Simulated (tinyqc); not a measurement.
Defect equilibria of an oxide against oxygen pressure (mass action): one step, computed by the program tinyqc. Command: `OMP_NUM_THREADS=1 python tinyqc.py 3013583 3013584 out.jsonl brouwer walk`. One thread of a shared host (Intel(R) Xeon(R) Processor @ 2.30GHz), about 0.01 s of CPU time with the checks.

Defects: oxygen vacancies V (charge +2), electrons n, holes p, the ionic partner X = O_i'' (charge -2). Activities are taken equal to concentrations.

Task: Conductivities. sigma_n = e n mu_n, sigma_p = e p mu_p, sigma_ion = 2 e [V] mu_V with mu_V = 2 e D/(k_B T) and D = D_0 exp(-E_m/k_B T); only the oxygen vacancies carry ionic current, and the ionic transport number is sigma_ion over the total.

Inputs (values chosen for the exercise, for a model oxide):
```
quantity                           value        unit
prefactor N_c N_v                1.4e+41       cm^-6
temperature T                       1200           K
electron mobility mu_n             0.082  cm^2/(V s)
hole mobility mu_p                  0.01  cm^2/(V s)
vacancy diffusion prefactor D_0     0.13      cm^2/s
vacancy migration energy E_m        0.64          eV
```

Ionic disorder: anion Frenkel. Dopant (singly charged, fully ionised): none.

n = 4.332590e+20 cm^-3

[V] = 2.166295e+20 cm^-3

p = 7979567 cm^-3

Constants: k_B = 8.617333262e-05 eV/K; e = 1.602176634e-19 C.

Give: sigma_n; sigma_p; sigma_ion; total conductivity; ionic transport number.

Result:

sigma_n = 5.6921 S/cm

sigma_p = 1.2785e-14 S/cm

sigma_ion = 0.35809 S/cm

total conductivity = 6.0502 S/cm

ionic transport number = 0.059187

The conductor is mainly n-type electronic here. Caution: one of n, p, [V] and [X] is above 2e20 cm^-3, near 1 % of the sites of a usual oxide, where defects associate and the ideal mass-action laws fail. Caution: the carrier density is near sqrt(N_c N_v), where the carriers are degenerate and n p = K_i fails.
